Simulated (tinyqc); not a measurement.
# Reverse leakage of an n+-p junction: diffusion, generation, trap-assisted and band-to-band tunnelling: leakage components against the trap level above the intrinsic level

One-sided abrupt junction in the depletion approximation, x from the junction (0) to W on the p side, field F = F0 (1 - x/W). Flat quasi-Fermi levels, long p side. Traps generate through SRH with both lifetimes shortened by 1 + Gamma (Hurkx enhancement, form for moderate fields); band-to-band generation is local and needs a total bending above Eg.

ni = sqrt(Nc Nv) exp(-Eg/(2 Vt)), Eg in volts; Vbi = Vt ln(Na Nd/ni^2); W = sqrt(2 eps0 eps_r (Vbi + VR)/(q Na)); F0 = 2 (Vbi + VR)/W; FG = sqrt(24 mt m0 (kB T)^3)/(q hbar); J_diff = q ni^2 sqrt(Dn/tau)(1 - exp(-VR/Vt))/Na. u = (Vbi + VR)(1 - x/W)^2, p = Na exp(-u/Vt), n = Nd exp((u - Vbi - VR)/Vt); G0 = ni^2 (1 - exp(-VR/Vt))/(tau (n + p + 2 ni cosh(Et/Vt))); Gamma = 2 sqrt(3 pi)(F/FG) exp((F/FG)^2); trap-assisted part G0 Gamma; G_bb = Ab F^2.5 exp(-Bb/F) with F in V/cm, zero unless Vbi + VR > Eg. Currents are q times the integrals over 0 to W; J_bb under 1e-8 of J is printed as 0; rows with F0/FG above 2.2, beyond the range of this Gamma, are left out.

Inputs (values chosen for the exercise); band and dielectric values close to those of In0.53Ga0.47As: temperature T = 300 K; band gap Eg = 0.753 eV; relative permittivity eps_r = 14; conduction-band density of states at T Nc = 2.13e17 cm^-3; valence-band density of states at T Nv = 7.64e18 cm^-3; acceptor density of the lighter side Na = 3.4e16 cm^-3; donor density of the heavier side Nd = 1e19 cm^-3; SRH lifetime of both carriers at zero field tau = 3e-9 s; tunnelling mass mt = 0.046 m0; electron diffusion coefficient on the lighter side Dn = 3.9 cm^2/s; band-to-band prefactor Ab = 2.5e16 cm^-0.5 V^-2.5 s^-1; band-to-band field constant Bb = 6.47e6 V/cm; reverse bias VR = 1 V.

Constants: q = 1.602176634e-19 C, kB = 1.380649e-23 J/K, hbar = 1.054571817e-34 J s, m0 = 9.1093837015e-31 kg, Vt = kB T/q, eps0 = 8.8541878128e-14 F/cm where lengths are in cm. Results are converted to the units shown.

The same in every row: F0 (kV/cm) = 123; F0/FG = 0.775; J_diff (A/cm^2) = 6.19e-8; J_bb (A/cm^2) = 0.

Results:

| Et (eV) | J_SRH (A/cm^2) | J_TAT (A/cm^2) | J (A/cm^2) | largest part |
|---|---|---|---|---|
| -0.3 | 7.55e-9 | 2.40e-8 | 9.35e-8 | diffusion |
| -0.2 | 2.83e-7 | 1.02e-6 | 1.36e-6 | trap-assisted tunnelling |
| -0.1 | 1.08e-5 | 4.16e-5 | 5.25e-5 | trap-assisted tunnelling |
| 0 | 2.16e-4 | 8.58e-4 | 0.00107 | trap-assisted tunnelling |
| 0.2 | 2.83e-7 | 1.02e-6 | 1.36e-6 | trap-assisted tunnelling |
| 0.3 | 7.55e-9 | 2.40e-8 | 9.35e-8 | diffusion |

Estimate the missing row, Et = 0.1 eV.

Computed row:

| Et (eV) | J_SRH (A/cm^2) | J_TAT (A/cm^2) | J (A/cm^2) | largest part |
|---|---|---|---|---|
| 0.1 | 1.08e-5 | 4.16e-5 | 5.25e-5 | trap-assisted tunnelling |

With this row back in the table: J goes from 9.35e-8 through a maximum of 0.00107 (at Et = 0 among the rows listed) to 9.35e-8 A/cm^2. Diffusion leads at Et = -0.3, trap-assisted tunnelling from -0.2, diffusion from 0.3 on.

Range of the model: The n+ side is degenerate, so Vbi from Boltzmann statistics is only a guide.

Computed by the program tinyqc: `OMP_NUM_THREADS=1 python tinyqc.py 2290011 2290012 out.jsonl`, one thread of a shared Intel Xeon 2.30GHz, about 0.01 s for the whole run.
